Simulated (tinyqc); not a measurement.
Input admittance of a MOSFET at zero drain bias: distributed channel and distributed gate: input impedance against frequency.

Source and drain grounded, strong inversion, w = 2 pi f, Cox = eps0 eox/tox. The channel is an RC line of resistance 1/(mu Cox Vo) per square fed from both ends, so one finger has the intrinsic admittance y = i w Cox L tanh(g)/g per width, g = (1/2) sqrt(i w tau), tau = L^2/(mu Vo). The vertical resistance rv/L is in series with y, the overlaps 2 i w Cov in parallel: y_t = 1/(1/y + rv/L) + 2 i w Cov. The gate strip is a line of Rsh/L per length loaded by y_t, so a finger has Y = y_t Wf tanh(k)/k, k = (Wf/sd) sqrt(y_t Rsh/L); the device has Nf Y.

Low-frequency limits, with c = Cox L and ct = c + 2 Cov: R_strip = Rsh Wf/(3 sd^2 L Nf), R_ch = (c/ct)^2 L/(12 mu Cox Vo Wf Nf), R_vert = (c/ct)^2 rv/(L Wf Nf), C = ct Wf Nf. Z = 1/(Nf Y) = R + 1/(i w C), Q = |Im Z|/R, far-point signal |1/cosh k|.

Inputs (values chosen for the exercise); values of the order met in silicon radio-frequency transistors:
- eox = 25.6 (relative permittivity of the gate insulator (close to zirconium oxide))
- tox = 21 nm (insulator thickness)
- L = 0.5 um (channel length)
- Wf = 1.2 um (finger width)
- Nf = 64 (number of fingers)
- mu = 410 cm^2/(V s) (channel mobility)
- Vo = 0.31 V (gate overdrive)
- Rsh = 8.2 ohm/square (sheet resistance of the gate)
- rv = 0 ohm um^2 (vertical resistivity of the gate stack)
- sd = 1 (number of ends at which a finger is contacted)
- Cov = 0.27 fF/um (overlap and fringe capacitance on each side)

Constants: eps0 = 8.8541878128e-14 F/cm where lengths are in cm. Results are converted to the units shown.

The same in every row: low-frequency R (ohm) = 3.3705.

Results:
```
f (GHz),w tau,|k|,R (ohm),C (fF),Q,signal at the far point
0.1,0.012359,0.0093858,3.3705,455.95,1035.6,1.0000
0.3,0.037076,0.016257,3.3705,455.95,345.22,1.0000
0.8,0.098870,0.026546,3.3705,455.94,129.46,1.0000
2,0.24717,0.041968,3.3704,455.90,51.790,0.99998
6,0.74152,0.072608,3.3692,455.49,17.285,0.99985
40,4.9435,0.17842,3.3152,436.75,2.7480,0.99466
100,12.359,0.24168,3.0608,365.46,1.4228,0.98362
300,37.076,0.31287,1.9562,209.17,1.2966,0.97131
```

Estimate the missing row, f = 20 GHz.

Computed row:
```
f (GHz),w tau,|k|,R (ohm),C (fF),Q,signal at the far point
20,2.4717,0.13090,3.3564,450.91,5.2580,0.99842
```

With this row back in the table: R falls from 3.37 to 1.96 ohm and C falls from 456 to 209 fF. Q goes as f^(-1.00) between the first two rows and f^(-0.08) between the last two, where w tau = 37.1 and |k| = 0.313. The low-frequency limits hold both R and C within 5 % up to f = 40 GHz among the rows.

Program tinyqc, `OMP_NUM_THREADS=1 python tinyqc.py 2262178 2262179 out.jsonl`; Intel Xeon 2.30GHz, shared host, one thread, about 0.01 s.
